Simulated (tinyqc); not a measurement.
# Band bending at a free surface with a continuum of surface states, surface photovoltage and Kelvin probe: several studies

n-type bulk, xi = Ec - EF = Vt ln(Nc/Nd), p0 = ni^2/Nd, ni = sqrt(Nc Nv) exp(-Eg/(2 Vt)), Eg in volts. b is the upward band bending, u = b/Vt. Space charge per area, in units of q: Qc = sign(b) sqrt((2 eps0 eps_r Vt/q) [(Nd + dn)(exp(-u) - 1) + Nd u + (p0 + dn)(exp(u) - 1)]), with dn the excess density under light (flat quasi-Fermi levels; 0 in the dark). The states hold -Ds (E0 - xi - b): negative while the Fermi level lies above the neutrality level. Neutrality: Qc + Qf + (charge of the states) = 0.

Values chosen for this exercise; band and dielectric values close to those of gallium nitride:
- T = 300 K (temperature)
- Eg = 3.34 eV (band gap)
- eps_r = 9.47 (relative permittivity)
- Nc = 2.28e18 cm^-3 (conduction-band density of states at T)
- Nv = 4.66e19 cm^-3 (valence-band density of states at T)
- chi = 4.16 eV (electron affinity)
- Nd = 8.4e15 cm^-3 (donor density)
- Qf = 0 cm^-2 (fixed positive charge at the surface)
- pt = 4.25 eV (work function of the probe tip)
- Ds = 2.5e12 cm^-2 eV^-1 (density of surface states)
- E0 = 0.46 eV (depth of their neutrality level below the conduction edge)

Constants: q = 1.602176634e-19 C, kB = 1.380649e-23 J/K, Vt = kB T/q, eps0 = 8.8541878128e-14 F/cm where lengths are in cm. Results are converted to the units shown.

Each table varies one quantity; the others keep the values above.

## Kelvin-probe contrast of the doping

Work function chi + xi + b; contact potential difference CPD = (work function of the sample) - pt. b solves the neutrality condition in the dark.

Results:
```
Nd (cm^-3),xi (eV),b (V),CPD (mV)
1.1e14,0.2569,0.1974,364.4
3.2e14,0.2293,0.2204,359.8
2.6e15,0.1752,0.2533,338.5
7.5e15,0.1478,0.2582,316.0
2.1e16,0.1212,0.2500,281.2
6.1e16,0.09361,0.2241,227.7
1.8e17,0.06564,0.1793,154.9
```

Estimate the missing row, Nd = 9.1e14 cm^-3.

Computed row:
```
Nd (cm^-3),xi (eV),b (V),CPD (mV)
9.1e14,0.2023,0.2396,352.0
```

With this row back in the table: xi falls by 191 mV over the table and the CPD by 209 mV; b goes from 0.197 through a maximum of 0.258 (at Nd = 7.5e15 cm^-3 among the rows listed) to 0.179 V. Between the first two rows the CPD follows 16.6 % of the change of xi, and between the last two 260 %. It is below 100 % where b rises with the doping (pinning hides it). It exceeds 100 % where b falls as the doping rises.

## Pinning by the surface states

Same model as above.

Pinning by the surface states:
```
Ds (cm^-2 eV^-1),b (V),xi + b (eV),Qc (cm^-2)
2.4e10,0.005908,0.1508,7.421e9
6.7e10,0.01699,0.1619,1.998e10
1.8e11,0.04811,0.1930,4.806e10
5.1e11,0.1286,0.2735,9.513e10
1.4e12,0.2215,0.3663,1.311e11
3.9e12,0.2770,0.4219,1.486e11
1.1e13,0.3010,0.4459,1.555e11
2.9e13,0.3097,0.4546,1.580e11
8.1e13,0.3132,0.4580,1.589e11
```

Read the table: what changes, and by how much?

b rises from 0.00591 to 0.313 V. The Fermi level moves towards E0 = 0.46 eV and is within 1.96 meV of it in the last row; it is half-way there at the Ds that solves Ds b = Qc(b) + Qf with b = (E0 - xi)/2, 6.83e11 cm^-2 eV^-1.

## Photovoltage against injection

Same model as above.

Under chopped light the surface charge keeps its dark value, so b falls to bL with Qc(bL, dn) = Qc(b, 0); the photovoltage is b - bL.

Results:
```
dn (cm^-3),bL (V),photovoltage (mV),share of b removed (%)
7.9e6,0.2580,5.246e-4,2.033e-4
1.3e9,0.2579,0.08604,0.03335
1.7e10,0.2569,1.083,0.4196
2.2e11,0.2480,9.944,3.854
2.9e12,0.2176,40.38,15.65
3.8e13,0.1710,87.00,33.72
4.9e14,0.1177,140.3,54.38
6.4e15,0.06353,194.5,75.38
8.4e16,0.02328,234.7,90.98
```

Estimate the missing row, dn = 1e8 cm^-3.

Computed row:
```
dn (cm^-3),bL (V),photovoltage (mV),share of b removed (%)
1e8,0.2580,0.006639,0.002573
```

With this row back in the table: The photovoltage rises from 5.25e-4 to 235 mV, towards the full b = 258 mV. Its steepest rise is 48.5 mV a decade (Vt ln 10 = 59.5 mV), and it reaches 91.0 % of b in the last row: even strong light does not flatten the bands fully, so a saturation reading understates b. For dn = 8.4e16 the injection is high, and a Dember voltage, left out here, adds to the signal.

tinyqc, about 0.01 s, one thread, Intel Xeon 2.30GHz (shared host): `OMP_NUM_THREADS=1 python tinyqc.py 2430002 2430003 out.jsonl`
